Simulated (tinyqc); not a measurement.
Band folding and unfolding in a supercell of a chain: sweeps and comparisons. A value that a table varies takes the place of the one given here.

A chain with hopping -t and n = 3 sites a supercell. H(K) has v_j on the diagonal, -t between neighbours and -t exp(2 pi i K) on the bond that closes the cell (from the last site to the first of the next cell). The point K holds the n wave vectors k_m = (K + m)/n of the primitive zone, in 2 pi/a, m = 0 to n - 1, with E0 = -2t cos(2 pi k_m). The unfolding weight of a state c on k_m is |sum_j c_j exp(-2 pi i k_m j)|^2/n, j = 0 to n - 1.

Values chosen for the exercise:
```
symbol  value                unit        meaning
t       1.63                 eV          hopping
v       (-1.04, 1.04, 1.04)  eV          site energies in the supercell
Kq      0.06                 2 pi/(n a)  wave vector in the small zone
```

## Minigaps against first-order theory

Gap i lies between minibands i and i + 1, at K = 1/2 for odd i and K = 0 for even i, where k = +/- i/(2n) are degenerate; first order gives 2|V_i|, the Fourier component V_q = (1/n) sum_j v_j exp(-2 pi i q j/n) for q equal to the number of the gap. Computed for the potential at full and at half strength.

Gaps (eV):
```
i  E0 at the crossing  2|V_i|     gap  gap at half strength
1             -1.6300  1.3867  1.5539                0.7388
2              1.6300  1.3867  1.1689                0.6410
```

What can be read from the table?

Halving the potential about halves gap 1, the scaling of first order; where the ratio is further from 2, higher orders count. The largest miss of first order is 218 meV, at i = 2; the potential spans 1.28 t.

## From folded lines to real minibands

The potential is scaled by x. For the lowest level at K: energy, second-order estimate E0(k_0) + x V_0 - x^2 sum_m |V_m|^2/(E0(k_m) - E0(k_0)), weight on k_0, and width of the lowest miniband between K = 0 and 1/2.

Lowest level:
```
x      E (eV)  second order (eV)  weight on k_0  miniband width (eV)
0.00  -3.2343            -3.2343          1.000               1.6300
0.25  -3.1605            -3.1601          0.997               1.4575
0.50  -3.1140            -3.1108          0.988               1.2901
1.00  -3.1083            -3.0869          0.952               0.9873
1.50  -3.2179            -3.1626          0.895               0.7428
2.00  -3.4282            -3.3379          0.830               0.5588
3.00  -4.0643            -3.9874          0.712               0.3294
4.00  -4.8703            -5.0353          0.627               0.2093
```

What can be read from the table?

Second order is +21.4 meV off at x = 1 and +77 meV at x = 3. The weight on the parent k falls to 0.95 at x = 1 and 0.63 at x = 4, and the miniband narrows from 1.630 to 0.209 eV as the state gathers on the low sites. While the weight stays near one the primitive band is still the right picture and the folded copies carry little spectral weight.

## What each change does

The two lowest levels at K and the weight of the lowest on k_0. Each row changes one parameter from the base and keeps the others.

Results:
```
case                         level 1 (eV)  level 2 (eV)  weight
base                              -3.1083        1.3957  0.9516
t = 1.793 eV                      -3.4106        1.5189  0.9601
v = (1.04, -1.04, -1.04) eV       -3.7501        0.5033  0.9709
Kq = 0.47 2 pi/(n a)              -2.1603       -0.5676  0.5942
```

What can be read from the table?

The largest shifts from the base row, up to three for each result and ties (the steps differ in size, so this ranks the rows, not the parameters). level 1 (eV): Kq +0.9480, v -0.6418, t -0.3023. level 2 (eV): Kq -1.9633, v -0.8924, t +0.1232. weight: Kq -0.3574, v +0.0193, t +0.0085.

(tinyqc, `OMP_NUM_THREADS=1 python tinyqc.py 1450535 1450536 out.jsonl`, Intel(R) Xeon(R) Processor @ 2.30GHz, 1 thread, shared host, about 0.01 s.)
